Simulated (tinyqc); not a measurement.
## Inductance and parasitic capacitance from two readings

Problem. A loss-free coil L in parallel with C shows the apparent inductance L/(1 - w^2 L C), w = 2 pi f. Find L, C and the self-resonance 1/(2 pi sqrt(L C)).

apparent inductance at 3.4 and 6.4 GHz (nH): 4.2741215  8.1604459

Solution. The inverse of the reading is 1/L - w^2 C, a straight line in w^2.

L = 3.60 nH
C = 96.0 fF
self-resonance = 8.56 GHz

Program tinyqc, `OMP_NUM_THREADS=1 python tinyqc.py 2302238 2302239 out.jsonl`; Intel Xeon 2.30GHz, shared host, one thread, about 0.01 s.
